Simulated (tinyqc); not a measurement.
Formation energy of a charged point defect from supercell energies: one step, computed by the program tinyqc. Command: `OMP_NUM_THREADS=1 python tinyqc.py 3020594 3020595 out.jsonl formation walk`. One thread of a shared host (Intel(R) Xeon(R) Processor @ 2.30GHz), about 0.01 s of CPU time with the checks.

The host is a compound AB. Making the defect adds n_A = 0, n_B = -1, n_X = 1 atoms to the cell. All total energies are inputs. E_F is counted from the valence-band maximum (VBM); x = 0 is A-rich and x = 1 B-rich growth.

Task: Concentrations at the given E_F and T. E_f(q, E_F) = E_f(q, 0) + q E_F. c_q = N_s exp(-E_f(q, E_F)/k_B T), with all degeneracy factors one and no vibrational entropy.

Inputs (values chosen for the exercise, for a model compound AB): gap E_g = 3.16 eV; dielectric constant eps = 7.43; cell length L = 12.6 angstrom; Fermi level E_F = 0.417 eV; temperature T = 1400 K; site density N_s = 2.6e+22 cm^-3.

Defect: impurity X on a B site. Supercell lattice: bcc.

charge states q: [2, 1, 0]

E_f(q, 0) (eV): (q=+2) 2.213965, (q=+1) 3.362941, (q=0) 3.787200

Constants: k_B = 8.617333262e-05 eV/K.

Give: Charge states; lowest formation energy; total concentration; mean charge.

Result:

Charge states:
```
q   E_f (eV)  c_q (cm^-3)       share
+2    3.0480   2.7719e+11  9.9552e-01
+1    3.7799   6.4237e+08  2.3070e-03
0     3.7872   6.0486e+08  2.1723e-03
```

lowest formation energy = 3.0480 eV

total concentration = 2.7844e+11 cm^-3

mean charge = 1.9933 e

State +2 holds 99.6 % of the defects. Caution: the largest image-charge correction in these energies, q^2 alpha e^2/(8 pi eps_0 eps L) with alpha = 2.888462, exceeds a quarter of the gap; the point-charge term alone is then a rough estimate, usually too large for a charge that is spread out.
